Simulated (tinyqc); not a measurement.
The best anneal temperature for the time t: solubility, supersaturation, precipitation and gettering of an impurity in a silicon-like host. Computed by tinyqc, a small Python program. Command: `OMP_NUM_THREADS=1 python tinyqc.py 3022690 3022691 out.jsonl ripen walk`. One thread of a shared host (Intel(R) Xeon(R) Processor @ 2.30GHz), about 0.01 s of CPU time with the checks.

The wafer was saturated at T1 and is then held at T.

Inputs (values chosen for the exercise, modelled on cobalt in silicon):
```
quantity                                   value    unit
site density N0                            5e+22  1/cm^3
enthalpy of solution H                      2.75      eV
entropy of solution S                          7     k_B
diffusion prefactor D0                   0.00088  cm^2/s
migration energy Q                         0.533      eV
temperature of saturation T1                1350       K
anneal temperature T                        1138       K
sink density n                           4.3e+07  1/cm^3
initial sink radius r0                       2.6      nm
impurity density in the precipitate C_p  6.6e+22  1/cm^3
interface energy gamma                       0.7   J/m^2
anneal time t                                 65       s
```

Constants: k_B = 8.617333262e-05 eV/K; k_B = 1.380649e-23 J/K.

Method:
- C_eq(T) = N0 exp(S/k_B - H/(k_B T)); D(T) = D0 exp(-Q/(k_B T)); C0 = C_eq(T1). Supersaturation s = C0/C_eq(T); critical radius r* = 2 gamma/(C_p k_B T ln s); barrier W* = (4 pi/3) gamma r*^2. Strain energy is left out.
- r_f = [r0^3 + 3 (C0 - C_eq)/(4 pi n C_p)]^(1/3), tau_f = 1/(4 pi n r_f D).
- Growing sinks: with y = r/r_f and y0 = r0/r_f, dy/dt = (1 - y^3)/(3 tau_f y), which integrates to t/tau_f = F(y) - F(y0), F(y) = (1/2) ln[(1 + y + y^2)/(1 - y)^2] - sqrt(3) arctan[(2y + 1)/sqrt(3)]; the share of the excess left is (1 - y^3)/(1 - y0^3), and C(t) = C_eq + (C0 - C_eq) x share.

C0 = 2.97041e+15 1/cm^3

Dissolved share after t:
```
T (K)     C_eq/C0  tau_f (s)  C(t)/C0
608    2.9591e-13     8743.5  0.99953
702    3.3381e-10     2239.2  0.99702
810    1.4317e-07      691.7  0.98390
918    1.4752e-05      281.7  0.94091
1026   5.7285e-04      138.6  0.84111
1134   1.1080e-02       78.3  0.67573
1228   9.5514e-02       53.2  0.54907
1296   3.7346e-01       46.1  0.64337
```

What follows from these numbers?

The lowest dissolved share among these rows is 0.55 at 1228 K. Above it solubility sets the floor; below it diffusion is too slow for this time. Solubility falls with H = 2.75 eV and diffusion with Q = 0.533 eV. Caution: the barrier to homogeneous nucleation is below 35 k_B T for these inputs, so new precipitates would form and outnumber the fixed sinks assumed here.

Extremes, crossings and ranges named in words are read from the listed rows.
